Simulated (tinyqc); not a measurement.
Wannier functions of a composite (isolated) pair of valence bands (bonds of an sp chain): sweeps and comparisons. A value that a table varies takes the place of the one given here.

Each atom has a hybrid pointing left (<) and right (>). H(k): diagonal +V3 on A, -V3 on B; <A<|A>> = -V1a, <B<|B>> = -V1b, <A>|B<> = -V2, <B>|A<> = -V2p exp(ik); k in 1/a, Bloch sums with exp(ikR). The two lowest bands are filled. Trial functions in cell 0: g1 = cos(c) A> + sin(c) B<, and g2 = sin(c) B> + cos(c) A< of cell 1, whose Bloch vector has cos(c) exp(-ik) on A<. Projection A_mn = <psi_m|g_n>, S = A^+ A, Loewdin U = A S^(-1/2), Bloch-like states w_n = sum_m psi_m U_mn, H_W(k) = U^+ diag(E) U. P = sum_m |psi_m><psi_m| is free of phase choices, and S = g^+ P g, w = P g S^(-1/2).

Inputs chosen for the exercise: V2 = 3.62 eV (coupling in the bond A-B inside the cell); V2p = 3.88 eV (coupling in the bond to the next cell); V1a = 0.93 eV (coupling of the two hybrids on A); V1b = 1.56 eV (the same on B); V3 = 1.55 eV (A at +V3, B at -V3); xb = 0.45 a (position of B (A at 0)); c = 35 degrees (trial bonds cos(c) on A, sin(c) on B).

## Choice of the trial bonds

N = 12; centres and spreads in real space with point-like hybrids at R and R + xb; smallest eigenvalue of S over the mesh.

Trial angle:

| c (deg) | smallest S | centre 1 (a) | centre 2 (a) | sum of centres | total spread (a^2) | H_12(R = 0), mean over k (eV) |
|---|---|---|---|---|---|---|
| 15 | 0.441 | 0.3129 | 0.6251 | 0.9380 | 0.1158 | -1.0705 |
| 30 | 0.698 | 0.3129 | 0.6251 | 0.9380 | 0.1155 | -1.0685 |
| 45 | 0.901 | 0.3129 | 0.6251 | 0.9380 | 0.1154 | -1.0668 |
| 55 | 0.978 | 0.3129 | 0.6251 | 0.9380 | 0.1154 | -1.0658 |
| 65 | 0.908 | 0.3129 | 0.6251 | 0.9380 | 0.1154 | -1.0647 |
| 75 | 0.784 | 0.3129 | 0.6251 | 0.9380 | 0.1154 | -1.0636 |
| 85 | 0.627 | 0.3129 | 0.6251 | 0.9380 | 0.1154 | -1.0622 |

The sum of the centres stays at 0.9380 a within 0.0000: it gives the electronic polarisation, modulo a, and is fixed by the filled space. Single centres move by less than 0.0001 a here and H_12(0), a matter of gauge, moves by 8 meV. The total spread runs only from 0.1154 to 0.1158 a^2, so the orthogonalisation repairs even poor trials; the projection is best at c = 55 degrees among these rows, and the two bonds, isolated, have c = 57 and 56.

## Interpolating the pair or each band alone

Largest error on 25 points from 0 to pi. Pair: diagonalise the Hermitian part of sum_R exp(ikR) H(R) over the N cells nearest the origin, with H(R) the mean of exp(-ikR) H_W(k) on the mesh k = 2 pi j/N. Alone: the cosine series of each sorted band on the same mesh.

Errors (meV):

| N | pair | each band alone |
|---|---|---|
| 3 | 5.26506 | 36.86221 |
| 4 | 0.25676 | 4.07704 |
| 5 | 0.16692 | 5.28344 |
| 6 | 0.02377 | 0.65176 |
| 8 | 0.00141 | 0.12652 |
| 10 | 0.00009 | 0.02312 |
| 14 | 0.00000 | 0.00095 |

smallest spacing of the two filled bands = 1.5636 eV

At N = 6 the pair errs by 0.024 meV and the single bands by 0.65; at N = 10, 9.3e-05 against 0.023. Both fall exponentially: the pair at a rate tied to the gap to the empty bands (5.64 eV), the single bands at a slower one tied to their own spacing (1.564 eV at the closest). Not every column falls at every step, since even meshes hold k = pi and odd ones do not.

## What each parameter does

N = 12: centres, total spread (point-like hybrids at R and R + xb) and H_12(0). Each row changes one parameter from the base and keeps the others.

Results:

| case | centre 1 (a) | centre 2 (a) | total spread (a^2) | H_12(0) (eV) |
|---|---|---|---|---|
| base | 0.3129 | 0.6251 | 0.1155 | -1.0679 |
| V2 = 4.02 eV | 0.3053 | 0.6246 | 0.1160 | -1.0558 |
| V2p = 4.28 eV | 0.3133 | 0.6333 | 0.1164 | -1.0568 |
| V1a = 1.13 eV | 0.3119 | 0.6263 | 0.1167 | -1.0653 |
| V1b = 1.76 eV | 0.3134 | 0.6249 | 0.1170 | -1.2034 |
| V3 = 1.95 eV | 0.3306 | 0.6042 | 0.1066 | -1.1299 |
| xb = 0.5 a | 0.3472 | 0.6588 | 0.1142 | -1.0679 |

The largest shifts from the base row, up to three for each result and ties (the steps differ in size, so this ranks the rows, not the parameters). centre 1 (a): xb +0.0342, V3 +0.0177, V2 -0.0077. centre 2 (a): xb +0.0337, V3 -0.0209, V2p +0.0082. total spread (a^2): V3 -0.0089, V1b +0.0015, xb -0.0013. H_12(0) (eV): V1b -0.1355, V3 -0.0620, V2 +0.0121; unchanged at the printed digits by xb.

Computed by tinyqc, a small Python program: `OMP_NUM_THREADS=1 python tinyqc.py 1450338 1450339 out.jsonl` (the numbers bound the seed that draws the inputs); one thread of a shared host (Intel(R) Xeon(R) Processor @ 2.30GHz), about 0.2 s for the whole set of steps.
